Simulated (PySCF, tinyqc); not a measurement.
Coupled-perturbed Hartree-Fock on RHF in the sto-3g basis, for H6, spin multiplicity 1, step by step. The lowest restricted solution is unstable here: a spin-polarised one lies 0.0046 hartree lower (PySCF). One step of it, computed by the program tinyqc.

Problem. Response to a field: uncoupled start. Field along z; U_ai = -mu_ai / (e_a - e_i), alpha = -4 sum U_ai mu_ai.

orbital energies (hartree): MO1 -0.589770, MO2 -0.489321, MO3 -0.337460, MO4 0.202933, MO5 0.485556, MO6 0.778416

dipole integrals <a|z|i> (bohr):
```
           i1        i2         i3
a4  -0.105464  0.000000  -2.428858
a5   0.000000  0.628930   0.000000
a6  -0.210953  0.000000  -0.114418
```

Give: uncoupled U; uncoupled polarisability.

Solution.

uncoupled U:
```
        i1       i2      i3
a4  0.1330   0.0000  4.4946
a5  0.0000  -0.6451  0.0000
a6  0.1542   0.0000  0.1025
```

uncoupled polarisability = 45.5232 bohr^3
